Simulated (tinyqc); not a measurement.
# Inputs raised by 10 %, one at a time

Model: Rutherford backscattering from a thin compound film on silicon: kinematics, yields, composition and thickness. Computed by tinyqc, a small Python program. Command: `OMP_NUM_THREADS=1 python tinyqc.py 3011163 3011164 out.jsonl rbs sens`. One thread of a shared host (Intel(R) Xeon(R) Processor @ 2.30GHz), about 0.01 s of CPU time with the checks.

Singly charged helium ions (Z1 = 2, M1 = 4.0026 u) enter at the tilt angle a1 to the normal and leave at a2 = |180 - theta - tilt| in the same plane. The film is A B_x.

Inputs (values chosen for the exercise, modelled on a helium beam on TaN): beam energy E0 = 1.9 MeV; scattering angle theta = 165 degrees; tilt of the sample = 7 degrees; heavy element: Z_A = 73; heavy element: mass M_A = 180.9 u; heavy element: stopping eps_A at 2 MeV = 111 1e-15 eV cm^2; light element: Z_B = 7; light element: mass M_B = 14 u; light element: stopping eps_B at 2 MeV = 35.3 1e-15 eV cm^2; atoms of B per atom of A, x = 1.13; atomic density of the film = 89.2 1/nm^3; film thickness d = 51 nm; collected charge = 16 microcoulomb; detector solid angle = 1.7 msr; detector resolution (FWHM) = 11 keV.

Constants: e^2/(4 pi eps_0) = 14.39964548 eV angstrom; e = 1.602176634e-19 C.

Method:
- Kinematic factor K = [(sqrt(M^2 - M1^2 sin^2 theta) + M1 cos theta)/(M + M1)]^2.
- Surface edges lie at K E0; substrate silicon has M = 28.09 u. Mass resolution at M_A = resolution/(E0 dK/dM).
- Stopping per atom eps(E) = eps(2 MeV) (E/2 MeV)^(-0.4) (a law chosen for the exercise); Bragg rule eps_film = (eps_A + x eps_B)/(1 + x); areal density N d, with 1/nm^2 = 0.1 x 1e15/cm^2.
- Width of the signal of element i: [K_i eps(E0)/cos a1 + eps(K_i E0)/cos a2] N d; depth resolution = resolution x d/width of A; energy lost on the way in = eps(E0) N d/cos a1.
- Rutherford cross section in the laboratory frame: sigma = (Z1 Z e^2/(4 pi eps_0 4E))^2 (4/sin^4 theta) (r + cos theta)^2/r, r = sqrt(1 - (M1 sin theta/M)^2), times the screening factor 1 - 0.049 Z1 Z^(4/3)/E (E in keV); 1 angstrom^2 = 1e8 barn.
- Counts = (charge/e) x solid angle x sigma(E_mean) x areal density of the element/cos a1, E_mean = E0 - half the energy lost on the way in; 1 barn = 1e-24 cm^2. The ratio of areas returns x = (Y_B/Y_A)(sigma_A/sigma_B), with the counting error sqrt(1/Y_A + 1/Y_B).

Runs; columns: (1) input moved; (2) from; (3) to; (4) depth resolution (nm); (5) ratio of areas Y_B/Y_A; (6) counting error of x without background (%); (7) energy lost on the way in (keV):
```
(1)                                                      (2)    (3)     (4)        (5)     (6)     (7)
base run                                                   -      -  8.6609  0.0089541  1.9729  33.142
atoms of B per atom of A, x                             1.13  1.243  8.8855  0.0098495  1.9317  32.304
atomic density of the film (1/nm^3)                     89.2  98.12  7.8735  0.0089543  1.8795  36.456
film thickness d (nm)                                     51   56.1  8.6609  0.0089543  1.8795  36.456
heavy element: stopping eps_A at 2 MeV (1e-15 eV cm^2)   111  122.1  8.0674  0.0089542  1.9717  35.580
light element: stopping eps_B at 2 MeV (1e-15 eV cm^2)  35.3  38.83  8.4378  0.0089542  1.9725  34.018
detector resolution (FWHM) (keV)                          11   12.1  9.5270  0.0089541  1.9729  33.142
```

Exponents ln(y'/y) / ln(x'/x):
```
input                                   depth resolution  ratio of areas Y_B/Y_A  counting error of x without background  energy lost on the way in
atoms of B per atom of A, x                        0.269                       1                                  -0.222                     -0.269
atomic density of the film                        -1.000                       0                                  -0.509                      1.000
film thickness d                                   0.000                       0                                  -0.509                      1.000
heavy element: stopping eps_A at 2 MeV            -0.745                       0                                  -0.007                      0.745
light element: stopping eps_B at 2 MeV            -0.274                       0                                  -0.002                      0.274
detector resolution (FWHM)                         1.000                       0                                   0.000                      0.000
```

To which inputs is each result most sensitive?

Among the inputs moved here: depth resolution answers most in size to atomic density of the film (exponent -1.000), and about equally to detector resolution (FWHM) (+1.000); its exponent is below 0.0005 for film thickness d. Its exponent -1.000 in atomic density of the film: the method measures atoms per area, so depth needs the density. Ratio of areas Y_B/Y_A answers most in size to atoms of B per atom of A, x (exponent +1.000); its exponent is below 0.0005 for atomic density of the film, film thickness d, heavy element: stopping eps_A at 2 MeV, light element: stopping eps_B at 2 MeV, detector resolution (FWHM). Its exponent +1.000 in atoms of B per atom of A, x: areas count atoms. Its exponent 0.000 in film thickness d: both cross sections scale alike with energy. Counting error of x without background answers most in size to atomic density of the film (exponent -0.509), and about equally to film thickness d (-0.509); its exponent is below 0.0005 for detector resolution (FWHM). Its exponent -0.509 in film thickness d: counting statistics. Energy lost on the way in answers most in size to atomic density of the film (exponent +1.000), and about equally to film thickness d (+1.000); its exponent is below 0.0005 for detector resolution (FWHM).

Extremes, crossings and ranges named in words are read from the listed rows.
